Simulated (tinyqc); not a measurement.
CCSD on RHF in the 3-21g basis, for H2, spin multiplicity 1, step by step. Computed by tinyqc, a small Python program that keeps every step (integrals from PySCF). Settings: charge = 0, multiplicity = 1, basis = 3-21g, method = RHF, energy threshold = 1e-10, iteration cap = 86, orthogonalisation = symmetric, start = Wolfsberg-Helmholz matrix, DIIS depth = 6, amplitude equations = CCSD, DIIS depth for amplitudes = 0, cap on updates = 74. Command: `OMP_NUM_THREADS=1 python tinyqc.py 30571 30572 out.jsonl` (the two numbers bound the seeds that draw the settings). One thread of a shared host (Intel(R) Xeon(R) Processor @ 2.60GHz), about 0.2 s of CPU time with the checks. The early iterations of the SCF are left out here.

## One-electron integrals

Geometry (angstrom):
```
atom       x       y       z
H     0.0000  0.0000  0.0000
H     0.0000  0.0000  0.8950
```

Basis 3-21g: exponents (1/bohr^2) and contraction coefficients of normalised primitives:
```
element  l (shell)  exponent  coefficient
H            s (1)    5.4472       0.1563
H            s (1)    0.8245       0.9047
H            s (2)    0.1832       1.0000
```

Overlap, kinetic and nuclear-attraction integrals over the contracted functions; the nuclear repulsion is the sum of Za Zb / Rab.

nuclear repulsion = 0.591259 hartree

overlap S:
```
        1H 1s   1H 2s   2H 1s   2H 2s
1H 1s  1.0000  0.6459  0.2719  0.4191
1H 2s  0.6459  1.0000  0.4191  0.7695
2H 1s  0.2719  0.4191  1.0000  0.6459
2H 2s  0.4191  0.7695  0.6459  1.0000
```

kinetic energy T (hartree):
```
        1H 1s   1H 2s   2H 1s   2H 2s
1H 1s  1.5494  0.2932  0.0503  0.1352
1H 2s  0.2932  0.2748  0.1352  0.1745
2H 1s  0.0503  0.1352  1.5494  0.2932
2H 2s  0.1352  0.1745  0.2932  0.2748
```

nuclear attraction V (hartree):
```
         1H 1s    1H 2s    2H 1s    2H 2s
1H 1s  -2.3111  -1.1586  -0.5867  -0.7775
1H 2s  -1.1586  -1.1869  -0.7775  -0.9661
2H 1s  -0.5867  -0.7775  -2.3111  -1.1586
2H 2s  -0.7775  -0.9661  -1.1586  -1.1869
```

core Hamiltonian H = T + V (hartree):
```
         1H 1s    1H 2s    2H 1s    2H 2s
1H 1s  -0.7617  -0.8655  -0.5364  -0.6423
1H 2s  -0.8655  -0.9122  -0.6423  -0.7916
2H 1s  -0.5364  -0.6423  -0.7617  -0.8655
2H 2s  -0.6423  -0.7916  -0.8655  -0.9122
```

## Two-electron integrals

Functions are numbered as in S; the eight-fold symmetry (ij|kl) = (ji|kl) = (kl|ij) leaves the list below.

Two-electron integrals (ij|kl) in chemists' order, unique and non-zero (hartree):
```
(11|11) 1.1401   (21|11) 0.6114   (21|21) 0.3452   (22|11) 0.6264
(22|21) 0.3803   (22|22) 0.4830   (31|11) 0.2417   (31|21) 0.1390
(31|22) 0.1571   (31|31) 0.0767   (32|11) 0.2683   (32|21) 0.1641
(32|22) 0.2090   (32|31) 0.0974   (32|32) 0.1446   (33|11) 0.5784
(33|21) 0.3628   (33|22) 0.4821   (33|31) 0.2417   (33|32) 0.3882
(33|33) 1.1401   (41|11) 0.3882   (41|21) 0.2202   (41|22) 0.2447
(41|31) 0.0974   (41|32) 0.1178   (41|33) 0.2683   (41|41) 0.1446
(42|11) 0.4487   (42|21) 0.2747   (42|22) 0.3560   (42|31) 0.1296
(42|32) 0.1846   (42|33) 0.4487   (42|41) 0.1846   (42|42) 0.2860
(43|11) 0.3628   (43|21) 0.2261   (43|22) 0.3008   (43|31) 0.1390
(43|32) 0.2202   (43|33) 0.6114   (43|41) 0.1641   (43|42) 0.2747
(43|43) 0.3452   (44|11) 0.4821   (44|21) 0.3008   (44|22) 0.4104
(44|31) 0.1571   (44|32) 0.2447   (44|33) 0.6264   (44|41) 0.2090
(44|42) 0.3560   (44|43) 0.3803   (44|44) 0.4830
```

## Orthogonalisation

S = U s U^T; symmetric (Loewdin) form X = U s^(-1/2) U^T, so that X^T S X = 1.

eigenvalues of S: 0.1426  0.4271  0.8160  2.6144

X:
```
         1H 1s    1H 2s    2H 1s    2H 2s
1H 1s   1.2431  -0.4815  -0.0651   0.0376
1H 2s  -0.4815   1.7088   0.0376  -0.7381
2H 1s  -0.0651   0.0376   1.2431  -0.4815
2H 2s   0.0376  -0.7381  -0.4815   1.7088
```

## Iteration 8 (converged): orbitals

converged F (hartree):
```
         1H 1s    1H 2s    2H 1s    2H 2s
1H 1s   0.1753  -0.4522  -0.4553  -0.4534
1H 2s  -0.4522  -0.3344  -0.4534  -0.3897
2H 1s  -0.4553  -0.4534   0.1753  -0.4522
2H 2s  -0.4534  -0.3897  -0.4522  -0.3344
```

Diagonalise F' = X^T F X, C = X C', fill 1 alpha and 1 beta electrons from the bottom; D = 2 C_occ C_occ^T. Each column has its largest component positive (the first on a tie).

F' = X^T F X (hartree):
```
         1        2        3        4
1   0.7541  -0.6249  -0.3384  -0.1305
2  -0.6249   0.2705  -0.1305  -0.2276
3  -0.3384  -0.1305   0.7541  -0.6249
4  -0.1305  -0.2276  -0.6249   0.2705
```

orbital energies (hartree): MO1 -0.5487, MO2 0.2185, MO3 1.0074, MO4 1.3721

coefficients C:
```
          MO1      MO2      MO3      MO4
1H 1s  0.2665   0.1359   0.8493  -0.9859
1H 2s  0.3468   1.3253  -0.6703   1.1713
2H 1s  0.2665  -0.1359   0.8493   0.9859
2H 2s  0.3468  -1.3253  -0.6703  -1.1713
```

D after iteration 8:
```
        1H 1s   1H 2s   2H 1s   2H 2s
1H 1s  0.1421  0.1848  0.1421  0.1848
1H 2s  0.1848  0.2405  0.1848  0.2405
2H 1s  0.1421  0.1848  0.1421  0.1848
2H 2s  0.1848  0.2405  0.1848  0.2405
```

## Convergence

Stop when the energy changes by less than 1e-10 hartree and every element of the error matrix X^T (F D S - S D F) X is below 3e-06.

Course of the cycle:
```
iteration  E (hartree)     change  largest element of the error matrix
1            -1.083811          -                             1.29e-01
2            -1.108557  -2.47e-02                             1.91e-02
3            -1.109108  -5.51e-04                             2.15e-05
4            -1.109108  -5.75e-10                             8.93e-06
5            -1.109108  -7.23e-11                             5.64e-06
6            -1.109108  -2.24e-11                             4.12e-06
7            -1.109108  -9.71e-12                             3.25e-06
8            -1.109108  -1.59e-11                             1.96e-09
```

PySCF RHF in the same basis = -1.109108 hartree

Converged in 8 iterations.

## Integrals over molecular orbitals

(pq|rs) = sum C_ip C_jq C_kr C_ls (ij|kl), one index at a time.

one-electron integrals over orbitals h = C^T H C (hartree):
```
         1        2        3       4
1  -1.1516   0.0000  -0.1451  0.0000
2   0.0000  -0.5925   0.0000  0.1982
3  -0.1451   0.0000   0.0297  0.0000
4   0.0000   0.1982   0.0000  0.2620
```

Two-electron integrals over orbitals (pq|rs), unique and non-zero (hartree):
```
(11|11) 0.6029    (21|21) 0.1049    (22|11) 0.4580    (22|22) 0.4176
(31|11) 0.1451    (31|22) 0.0659    (31|31) 0.1028    (32|21) 0.0009
(32|32) 0.0357    (33|11) 0.5402    (33|22) 0.4202    (33|31) 0.1284
(33|33) 0.5077    (41|21) -0.0805   (41|32) -0.0432   (41|41) 0.1159
(42|11) -0.1394   (42|22) -0.0684   (42|31) -0.0816   (42|33) -0.1194
(42|42) 0.0799    (43|21) -0.1154   (43|32) -0.0283   (43|41) 0.1279
(43|43) 0.1704    (44|11) 0.6130    (44|22) 0.4702    (44|31) 0.1846
(44|33) 0.5721    (44|42) -0.1680   (44|44) 0.6867
```

## CCSD: starting amplitudes

t_ij^ab = <ij||ab> / (e_i + e_j - e_a - e_b), whose energy is MP2.

Starting amplitudes (spin orbitals 1a, 1b, ...; amplitudes related by a flip of all spins are not repeated):
```
from      to        t
1a 1b  2a 2b  -0.0684
1a 1b  3a 3b  -0.0330
1a 1b  4a 4b  -0.0302
1a 1b  2a 4b   0.0300
```

correlation energy = -0.018891 hartree

## CCSD: amplitude update 1

t_i^a D_i^a and t_ij^ab D_ij^ab are set to the remaining terms of the spin-orbital equations, evaluated with the old amplitudes; for the doubles these are <ij||ab> + 1/2 <ab||ef> t_ij^ef + 1/2 <mn||ij> t_mn^ab + P(ij)P(ab) <mb||ej> t_im^ae + terms in t^2 + terms with t1, D the orbital-energy denominators.

Amplitudes after update 1 (spin orbitals 1a, 1b, ...; amplitudes related by a flip of all spins are not repeated):
```
from      to        t
1a 1b  2a 2b  -0.0971
1a 1b  2a 4b   0.0416
1a 1b  3a 3b  -0.0388
1a 1b  4a 4b  -0.0349
1a        3a   0.0052
```

correlation energy = -0.024919 hartree

## CCSD: convergence

E_corr = 1/4 sum <ij||ab> t_ij^ab + 1/2 sum <ij||ab> t_i^a t_j^b; stop when the norm of the change is below 1e-8.

Course of the amplitude iterations:
```
update  correlation energy (hartree)  norm of the change
0                          -0.018891                   -
1                          -0.024919            6.82e-02
2                          -0.027118            2.81e-02
3                          -0.027987            1.19e-02
4                          -0.028344            5.09e-03
5                          -0.028494            2.18e-03
6                          -0.028557            9.33e-04
7                          -0.028584            3.99e-04
8                          -0.028595            1.71e-04
9                          -0.028600            7.31e-05
10                         -0.028602            3.13e-05
11                         -0.028603            1.34e-05
12                         -0.028603            5.72e-06
13                         -0.028604            2.45e-06
14                         -0.028604            1.05e-06
15                         -0.028604            4.48e-07
16                         -0.028604            1.92e-07
17                         -0.028604            8.19e-08
18                         -0.028604            3.50e-08
19                         -0.028604            1.50e-08
20                         -0.028604            6.41e-09
```

Converged amplitudes (spin orbitals 1a, 1b, ...; amplitudes related by a flip of all spins are not repeated):
```
from      to        t
1a 1b  2a 2b  -0.1182
1a 1b  2a 4b   0.0500
1a 1b  3a 3b  -0.0390
1a 1b  4a 4b  -0.0358
1a        3a   0.0096
```

CCSD total energy = -1.137712 hartree

T1 diagnostic, norm of the one-spin t1 over sqrt(correlated electrons) = 0.0068

Converged in 20 updates.
